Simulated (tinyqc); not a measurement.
Band bending at a free surface with one surface level, surface photovoltage and Kelvin probe: two steps of the calculation.

n-type bulk, xi = Ec - EF = Vt ln(Nc/Nd), p0 = ni^2/Nd, ni = sqrt(Nc Nv) exp(-Eg/(2 Vt)), Eg in volts. b is the upward band bending, u = b/Vt. Space charge per area, in units of q: Qc = sign(b) sqrt((2 eps0 eps_r Vt/q) [(Nd + dn)(exp(-u) - 1) + Nd u + (p0 + dn)(exp(u) - 1)]), with dn the excess density under light (flat quasi-Fermi levels; 0 in the dark). The level holds -Ns f, f = 1/(1 + exp((xi + b - Es)/Vt)). Neutrality: Qc + Qf + (charge of the states) = 0.

Inputs (values chosen for the exercise); band and dielectric values close to those of silicon:

| symbol | value | unit | meaning |
|---|---|---|---|
| T | 300 | K | temperature |
| Eg | 1.11 | eV | band gap |
| eps_r | 11.8 |  | relative permittivity |
| Nc | 2.75e19 | cm^-3 | conduction-band density of states at T |
| Nv | 2.62e19 | cm^-3 | valence-band density of states at T |
| chi | 4.09 | eV | electron affinity |
| Nd | 2.2e17 | cm^-3 | donor density |
| dn | 7.9e15 | cm^-3 | excess carrier density under light |

Constants: q = 1.602176634e-19 C, kB = 1.380649e-23 J/K, Vt = kB T/q, eps0 = 8.8541878128e-14 F/cm where lengths are in cm. Results are converted to the units shown.

Problem 1. Bulk quantities. xi, ni, p0, the Debye length sqrt(eps0 eps_r Vt/(q Nd)) and the flat-band work function chi + xi.

Give: xi; ni; p0; Debye length; chi + xi.

Solution 1.

xi = 0.1248 eV
ni = 1.274e10 cm^-3
p0 = 738.0 cm^-3
Debye length = 8.754 nm
chi + xi = 4.215 eV

Problem 2. Surface photovoltage. Under chopped light the surface charge keeps its dark value, so b falls to bL with Qc(bL, dn) = Qc(b, 0); the photovoltage is b - bL. Qc rises with b, so bL follows by bisection.

converged b = 0.28152094 V

Find: bL; photovoltage; share of b removed; excess holes at the surface, dn exp(bL/Vt).

Solution 2.

bL = 0.13171 V
photovoltage = 149.81 mV
share of b removed = 53.213 %
excess holes at the surface, dn exp(bL/Vt) = 1.2893e18 cm^-3

Numbers from tinyqc (`OMP_NUM_THREADS=1 python tinyqc.py 2430028 2430029 out.jsonl`; about 0.01 s on one thread of a shared Intel Xeon 2.30GHz).
